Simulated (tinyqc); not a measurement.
Thin-film transistor with exponential tail and deep states, accumulation layer: one step of the calculation.

An undoped film in accumulation, thicker than the space-charge layer. With band bending psi the Fermi level lies E0 - psi below the band edge. Free electrons n = n0 exp(psi/Vt) carry the current; electrons in two exponential distributions of traps, a = a0 exp(psi/Va) and d = d0 exp(psi/Vp), do not. Linear regime, ohmic contacts, traps in equilibrium.

Question. Surface potential by Newton steps. Va = kB Tt/q, Vp = kB Td/q. G(psi) = sum over the three kinds of c0 [V (exp(psi/V) - 1) - psi], field F = sqrt(2 q G/(eps0 eps_r)); Vg = psi + eps0 eps_r F/Ci at the surface. f = psi + eps0 eps_r F/Ci - Vg, f' = 1 + q rho/(Ci F) with rho = sum c0 (exp(psi/V) - 1); psi(new) = psi - f/f'.

Values chosen for this exercise; values close to those of amorphous silicon:

| symbol | value | unit | meaning |
|---|---|---|---|
| T | 270 | K | temperature |
| eps_r | 11.8 |  | relative permittivity of the semiconductor |
| Tt | 360 | K | characteristic temperature of the tail |
| Td | 1170 | K | characteristic temperature of the deep states |
| Ci | 20 | nF/cm^2 | gate capacitance |
| Vg | 7.8 | V | gate voltage above flat band |

Constants: q = 1.602176634e-19 C, kB = 1.380649e-23 J/K, Vt = kB T/q, eps0 = 8.8541878128e-14 F/cm where lengths are in cm. Results are converted to the units shown.

psi at the start = 0.1 V
n0 = 1.0787213e8 cm^-3
a0 = 2.8268472e11 cm^-3
d0 = 1.2047087e15 cm^-3

Give: F; f; f'; psi after iteration 1.

Answer.

F = 5.128 kV/cm
f = -7.432 V
f' = 4.203
psi after iteration 1 = 1.868 V

Computed by the program tinyqc: `OMP_NUM_THREADS=1 python tinyqc.py 2610015 2610016 out.jsonl`, one thread of a shared Intel Xeon 2.30GHz, about 0.02 s for the whole run.
